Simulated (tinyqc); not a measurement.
# Two-diode model of a solar cell: effect of the saturation current of the first diode

J is the current delivered and Vj = V + J Rs the junction voltage. J = X JL - J01 (exp(Vj/(n1 Vt)) - 1) - J02 (exp(Vj/(2 Vt)) - 1) - Vj/Rp. The photocurrent does not depend on voltage.

Jsc at V = 0, Voc at J = 0, the maximum power point where J (1 + 2 Rs G) = G Vj with G = -dJ/dVj; FF = Vmp Jmp/(Voc Jsc); efficiency Vmp Jmp/(X Pin). Empirical fill factor without parasitics FF0 = (v - ln(v + 0.72))/(v + 1), v = Voc/(n1 Vt).

Values chosen for this exercise; values of the order met in cells of a lead-halide perovskite: temperature T = 300 K; photocurrent at one sun JL = 20 mA/cm^2; concentration X = 1 suns; ideality factor of the first diode n1 = 1; series resistance Rs = 0.59 ohm cm^2; shunt resistance Rp = 200 ohm cm^2; incident power at one sun Pin = 100 mW/cm^2; saturation current of the second diode (ideality 2) J02 = 5.4e-11 A/cm^2.

Constants: q = 1.602176634e-19 C, kB = 1.380649e-23 J/K, Vt = kB T/q. Results are converted to the units shown.

The same in every row: Jsc (mA/cm^2) = 19.94.

Result of one run:
```
J01 (A/cm^2)  Voc (V)  Vmp (V)  Jmp (mA/cm^2)      FF  efficiency (%)     FF0
5e-23           1.005   0.8367          15.09  0.6298           12.62  0.8827
```

What becomes of these results when the saturation current of the first diode J01 is changed from 5e-23 to 5e-19 A/cm^2, all else the same?

Result of the changed run:
```
J01 (A/cm^2)  Voc (V)  Vmp (V)  Jmp (mA/cm^2)      FF  efficiency (%)     FF0
5e-19          0.9653   0.8283          15.17  0.6529           12.57  0.8790
```

The whole series:
```
J01 (A/cm^2)  Voc (V)  Vmp (V)  Jmp (mA/cm^2)      FF  efficiency (%)     FF0
5e-23           1.005   0.8367          15.09  0.6298           12.62  0.8827
5e-22           1.005   0.8367          15.09  0.6299           12.62  0.8827
5e-21           1.004   0.8366          15.09  0.6306           12.62  0.8826
5e-20          0.9954   0.8356          15.10  0.6357           12.62  0.8818
5e-19          0.9653   0.8283          15.17  0.6529           12.57  0.8790
5e-18          0.9170   0.8009          15.40  0.6747           12.34  0.8742
```

As J01 goes from 5e-23 to 5e-18, Voc falls from 1.01 to 0.917 V, FF rises from 0.630 to 0.675 and the efficiency falls from 12.6 to 12.3 %. Voc changes by -48.4 mV a decade between the last two rows and -0.117 mV between the first two.

Computed by the program tinyqc: `OMP_NUM_THREADS=1 python tinyqc.py 2280106 2280107 out.jsonl`, one thread of a shared Intel Xeon 2.30GHz, about 0.01 s for the whole run.
